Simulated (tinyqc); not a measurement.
Tight binding, dimerised chain, step by step. One step of it, computed by the program tinyqc.

Task: Bloch Hamiltonian at k. H_AA = +delta, H_BB = -delta, H_AB = -t1 - t2 exp(-i k a).

Parameters chosen for this model:
```
parameter     value                      unit
t1         1.450000       eV, inside the cell
t2         0.410000         eV, between cells
delta             0  eV, +/- on the two sites
```

k point k (2 pi / a): 0.420000

Give: H(k) at k.

Result:

H(k) at k (eV):
```
               A              B
A          0.000  -1.091+0.198i
B  -1.091-0.198i          0.000
```
